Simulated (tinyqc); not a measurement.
# Worked calculation: off-state leakage of single and stacked transistors

Program tinyqc, `OMP_NUM_THREADS=1 python tinyqc.py 2242072 2242073 out.jsonl`; Intel Xeon 2.30GHz, shared host, one thread, about 0.04 s. Printed values are rounded.

n-channel devices of unit width. Subthreshold current I(Vg, Vs, Vd) = I0 (T/300 K)^0.5 exp[(Vg - Vs - VT(T) - gb (Vs - Vb) + dd (Vd - Vs))/(nf Vt)] (1 - exp(-(Vd - Vs)/Vt)), VT(T) = VT - cT (T - 300 K). Gate-edge tunnelling Ig (Vd/1 V) exp(ag (Vd - 1 V)), for a gate at 0 V, and band-to-band leakage Ab u exp(-Bb/u), u = Vd - Vb + 1 V, flow at a drain held at V; both are taken as independent of T. In a stack of off transistors (all gates at 0 V) the same subthreshold current passes through each.

Values chosen for this exercise; values of the order met in bulk silicon logic transistors: temperature T = 378 K; supply voltage V = 1 V; threshold at 300 K, zero drain and body bias VT = 0.42 V; fall of the threshold with temperature cT = 0.6 mV/K; current at threshold at 300 K I0 = 0.12 uA/um; slope factor nf = 1.2; drain-induced lowering per volt dd = 0.11; rise of the threshold per volt of source-body bias gb = 0.21; gate-edge tunnelling current at 1 V Ig = 0.0005 uA/um; exponential slope of the gate current ag = 3.1 1/V; prefactor of band-to-band leakage at the drain Ab = 4 uA/(um V); its exponential voltage Bb = 20 V; body voltage Vb = 0 V.

Constants: q = 1.602176634e-19 C, kB = 1.380649e-23 J/K, Vt = kB T/q. Results are converted to the units shown.

## Leakage of one transistor

Vg = Vs = 0, Vd = V; effective threshold VT(T) - gb Vb - dd V.

effective threshold = 0.2632 V
parts (nA/um): subthreshold 0.1603433, gate edge 0.5, band-to-band 0.3631994
total = 1.023543 nA/um
shares (%): subthreshold 15.66552, gate edge 48.84994, band-to-band 35.48454

The gate edge part is the largest.

## Starting value

Vx = dd V/(1 + gb + 2 dd), the solution for Vx well above Vt, rounded to three decimals.

Vx at the start = 0.077 V

## Iteration 1: new Vx

Stack of two, Vx the node between them: I_low = I(0, 0, Vx), I_up = I(0, Vx, V), f = ln(I_up/I_low), f' = -(1 + gb + 2 dd)/(nf Vt) - 1/(Vt (exp(Vx/Vt) - 1)) - 1/(Vt (exp((V - Vx)/Vt) - 1)), Vx(new) = Vx - f/f'.

I_low = 0.01081662 nA/um
I_up = 0.01190603 nA/um
f = 0.09596173
f' = -39.77113 1/V
Vx after iteration 1 = 0.07941285 V

## Iteration 2: new Vx

As before.

I_low = 0.01097104 nA/um
I_up = 0.01097439 nA/um
f = 3.052566e-4
f' = -39.52179 1/V
Vx after iteration 2 = 0.07942057 V

## Iteration 3: new Vx

As before.

I_low = 0.01097152 nA/um
I_up = 0.01097152 nA/um
f = 2.947450e-9
f' = -39.52103 1/V
Vx after iteration 3 = 0.07942057 V

## Course of the iteration

Stop when the step is below 1e-11 V, or after 40 iterations.

Course of the iteration:
```
iteration  Vx before the step (V)  step (V)
1                           0.077   2.41e-3
2                      0.07941285   7.72e-6
3                      0.07942057  7.46e-11
4                      0.07942057   < 1e-15
```

Converged in 4 iterations. The subthreshold current of the stack is 0.01097 nA/um, 14.6 times less than that of one transistor (the drain leakage is unchanged); the estimate exp[dd V (1 + gb + dd)/((1 + gb + 2 dd) nf Vt)] gives 13.4.
